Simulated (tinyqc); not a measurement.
Worked calculation: decay of LO phonons and the hot-phonon bottleneck in the cooling of electrons. Computed by tinyqc, a small Python program that keeps every step. Command: `OMP_NUM_THREADS=1 python tinyqc.py 3009475 3009476 out.jsonl hotphonon walk`. One thread of a shared host (Intel(R) Xeon(R) Processor @ 2.30GHz), about 0.01 s of CPU time with the checks. Intermediate numbers are printed to about 6 digits and carried at full precision; extremes and crossings named in words are read from the listed rows.

n(E, T) = 1/(exp(E/(k_B T)) - 1) is the Bose occupation. Electrons have a temperature T_e; the LO modes within their reach share one occupation N; the decay products stay at the lattice temperature.

Inputs (values chosen for the exercise, modelled on silicon carbide):
```
quantity,value,unit
LO energy hbar omega,122,meV
"lifetime at T = 0, tau_0",5,ps
share f of the energy in the softer product,0.35,-
lattice temperature T,500,K
electron mass m*,0.363,m_0
eps_inf,6.43,-
static dielectric constant eps_s,9.84,-
electron density n,9.4e+18,1/cm^3
"density of LO modes that the electrons reach, N_m",5.1e+19,1/cm^3
power supplied per electron P,5.1,nW
step factor,0.6,-
```

Decay channel: two unequal phonons (Ridley).

Constants: k_B = 8.617333262e-05 eV/K; c = 299792458 m/s; e^2/(4 pi eps_0) = 14.39964548 eV angstrom; hbar^2/(2 m_0) = 3.80998212 eV angstrom^2; hbar = 6.582119569e-16 eV s; e = 1.602176634e-19 C; k_B = 1.380649e-23 J/K.

## Lifetime and Raman width

Decay rate 1/tau = (1/tau_0) [1 + n(f hbar omega) + n((1 - f) hbar omega)]. Full width Gamma = 1/(2 pi c tau) in 1/cm, c in cm/s.

thermal factor tau_0/tau = 1.77902

phonon lifetime tau = 2.81054 ps

Raman width Gamma = 1.88890 1/cm

equilibrium LO occupation N_0 = 0.0626137

Stimulated decay shortens the lifetime by 44 %.

## Spontaneous emission time

Froehlich coupling alpha = (e^2/(4 pi eps_0)) (1/eps_inf - 1/eps_s) k_0/(2 hbar omega), k_0 = sqrt(m* hbar omega/(hbar^2/(2 m_0))); emission time tau_sp = hbar/(2 alpha hbar omega); bottleneck ratio r = (n/N_m) tau/tau_sp.

alpha = 0.342911

emission time tau_sp = 7.86672 fs

bottleneck ratio r = 65.8497

r compares the rate at which electrons exchange quanta with a mode to its decay rate. Exchange outruns decay, so a hot population builds up if the power is high enough.

## Electron and phonon temperatures in closed form

Net emission per electron: [(N + 1) x - N]/tau_sp with x = exp(-hbar omega/(k_B T_e)), a simple two-level balance; steady state of the modes: n [(N + 1) x - N]/tau_sp = N_m (N - N_0)/tau; power per electron P = hbar omega [(N + 1) x - N]/tau_sp. With p = P tau_sp/(hbar omega): N = N_0 + r p and x = (p + N)/(N + 1); without hot phonons N = N_0. The mode temperature T_LO solves n(hbar omega, T_LO) = N.

reduced power p = 0.00205255

LO occupation N = 0.197774

electron temperature T_e = 790.582 K

T_e without hot phonons = 505.761 K

mode temperature T_LO = 786.050 K

Hot phonons raise T_e by 285 K. T_LO lies close to T_e: electrons and LO modes form one hot system, cooled only by the decay.

## The same balance by iteration

Eliminating N gives P(T_e) = (hbar omega/tau_sp) [(N_0 + 1) x - N_0]/[1 + r (1 - x)]. Newton steps on ln P against ln T_e, times the step factor, each limited to 0.7 in ln T_e and to keeping a fifth of T_e - T; start at 1.5 T; stop when |ln(P/P(T_e))| < 1e-9 or after 40 steps.

Iterations:
```
step,T_e (K),P(T_e) (nW),ln(P/P(T_e))
0,750.000,4.29385,1.72057e-01
1,772.977,4.74757,7.16071e-02
2,783.293,4.95361,2.91243e-02
3,787.625,5.04053,1.17293e-02
4,789.392,5.07606,4.70462e-03
5,790.105,5.09040,1.88392e-03
6,790.391,5.09616,7.53902e-04
7,790.505,5.09846,3.01614e-04
8,790.551,5.09938,1.20654e-04
...,...,...,...
13,790.581,5.09999,1.23556e-06
14,790.581,5.10000,4.94223e-07
15,790.581,5.10000,1.97689e-07
16,790.582,5.10000,7.90756e-08
17,790.582,5.10000,3.16303e-08
18,790.582,5.10000,1.26521e-08
19,790.582,5.10000,5.06084e-09
20,790.582,5.10000,2.02434e-09
21,790.582,5.10000,8.09735e-10
```

converged (1 yes, 0 no) = 1

T_e from the iteration = 790.582 K

Converged at step 21.

## Energy relaxation with and without hot phonons

P(T_e) = (hbar omega/tau_sp) [(N_0 + 1) x - N_0]/[1 + r (1 - x)], and r = 0 without hot phonons; energy relaxation time tau_E = (3/2) k_B (T_e - T)/P.

Cooling:
```
T_e (K),"P, cold phonons (nW)","P, hot phonons (nW)",ratio,tau_E (ps),N
530,27.0443,0.434132,62.2951,1.43111,0.0741191
580,74.3342,1.21629,61.1157,1.36216,0.0948477
650,143.459,2.41548,59.3917,1.28606,0.126629
800,294.291,5.29017,55.6299,1.17443,0.202813
1000,485.335,9.54161,50.8652,1.08523,0.315485
1300,732.985,16.4020,44.6887,1.01011,0.497299
1800,1046.87,28.4011,36.8602,0.947944,0.815298
2500,1343.11,45.5723,29.4720,0.908873,1.27037
```

Reabsorption cuts the loss by a factor 62.3 at the lowest T_e and 29.5 at the highest; the factor is 1 + r (1 - x) with r = 65.8. tau_E runs from 1.4 to 0.91 ps, with its shortest value, 0.91 ps, at T_e = 2500 K, against tau_sp = 7.9 fs and a phonon lifetime of 2.8 ps. For r (1 - x) much above 1 the loss tends to hbar omega (N_m/n)(n(hbar omega, T_e) - N_0)/tau, in which tau_sp no longer appears. Pauli blocking is left out, as are upper valleys and non-parabolic bands, which can matter above about 1000 K.

Checks made by the program: iteration against the closed form (relative difference 3e-10).
